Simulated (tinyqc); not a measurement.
Undoped gate-all-around wire MOSFET, analytic charge model: two steps of the calculation.

An undoped round wire of radius R under an insulator shell and a surrounding gate; long channel, electrons only, n = ni exp((psi - V)/Vt) with V the quasi-Fermi potential (0 at the source, Vd at the drain), constant mobility, no quantisation. The radial Poisson equation gives n(r) = n(0)/(1 - (1 - b) r^2/R^2)^2 with b = Q0/(Q + Q0). Q is the electron charge per area of the wire surface.

Parameters, values chosen for the exercise; material values close to those of gallium arsenide:
- T = 400 K (temperature)
- R = 6 nm (wire radius)
- mu = 210 cm^2/(V s) (channel mobility)
- L = 0.1 um (gate length)
- Vg = 1.09 V (gate voltage)
- Vd = 0.1 V (drain voltage)

Constants: q = 1.602176634e-19 C, kB = 1.380649e-23 J/K, Vt = kB T/q. Results are converted to the units shown.

Task 1. Charge at the source by Newton steps. With V = 0: f = Q/Cox + Vt ln(Q/Q0) + Vt ln(1 + Q/Q0) - (Vg - V0); f' = 1/Cox + Vt/Q + Vt/(Q + Q0); Q(new) = Q - f/f'.

Q at the start = 27 nC/cm^2
Cox = 1.6340791 uF/cm^2
Q0 = 266.53954 nC/cm^2
V0 = 0.54080942 V

Give: f; f'; Q after iteration 1.

Result 1.

f = -0.6083 V
f' = 0.002006 V cm^2/nC
Q after iteration 1 = 330.2 nC/cm^2

Task 2. Drain current and line charge. Q solves Vg - V0 - V = Q/Cox + Vt ln(Q/Q0) + Vt ln(1 + Q/Q0). I = mu (2 pi R/L)[2 Vt (Qs - Qd) + (Qs^2 - Qd^2)/(2 Cox) + Vt Q0 ln((Qd + Q0)/(Qs + Q0))], with Qs at V = 0 and Qd at V = Vd. Electrons per length at the source: 2 pi R Qs/q; surface over centre density: (1 + Qs/Q0)^2.

Qs = 762.17234 nC/cm^2
Qd = 618.93523 nC/cm^2
Cox = 1.6340791 uF/cm^2
Q0 = 266.53954 nC/cm^2

Wanted: first term; second term; third term; I; electrons per length; surface over centre density.

Result 2.

first term = 0.78175 uA
second term = 4.7921 uA
third term = -0.10906 uA
I = 5.4648 uA
electrons per length = 1.7934 1/nm
surface over centre density = 14.896

The square-law term makes up 87.7 % of the current.

Program tinyqc, `OMP_NUM_THREADS=1 python tinyqc.py 2460085 2460086 out.jsonl`; Intel Xeon 2.30GHz, shared host, one thread, about 0.02 s.
